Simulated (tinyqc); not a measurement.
MOS capacitor on a p-type substrate, surface potential from the exact charge relation: one step of the calculation.

Uniform p-type substrate, Boltzmann statistics, full ionisation, classical densities. psi is the surface potential against the body (positive when the bands bend down) and u = psi/Vt. Traps are spread evenly over the gap and neutral at flat band, so their charge is -q Dit psi; the minority quasi-Fermi level is shifted by Vb.

Problem. Newton step for the surface potential. u = psi/Vt; F^2 = exp(-u) + u - 1 + r (exp(u) - u - 1); Qs = -sign(u) Q0 F; Cs = -dQs/dpsi = (Q0/Vt) |1 - exp(-u) + r (exp(u) - 1)|/(2 F). f = Vfb + psi + (q Dit psi - Qs)/Cox - Vg, f' = 1 + (Cs + q Dit)/Cox, psi(new) = psi - f/f'.

Inputs (values chosen for the exercise); band and dielectric values those of a made-up semiconductor: temperature T = 293 K; density of interface traps Dit = 0 cm^-2 eV^-1; gate voltage against the body Vg = -3.96 V.

Constants: q = 1.602176634e-19 C, kB = 1.380649e-23 J/K, Vt = kB T/q. Results are converted to the units shown.

psi after iteration 1 = -0.59179805 V
Cox = 1.5696060 uF/cm^2
Vfb = -2.9946492 V
Q0 = 7.2375540 nC/cm^2
r = 6.1361384e-74

Wanted: u; F; Qs; Cs; f; f'; psi after iteration 2.

Solution.

u = -23.44
F = 1.229e5
Qs = 8.897e5 nC/cm^2
Cs = 1.762e4 uF/cm^2
f = -566.4 V
f' = 1.123e4
psi after iteration 2 = -0.5413 V

This iterate lies far beyond the solution, so its charge is not a physical one.

Numbers from tinyqc (`OMP_NUM_THREADS=1 python tinyqc.py 2060081 2060082 out.jsonl`; about 0.01 s on one thread of a shared Intel Xeon 2.30GHz).
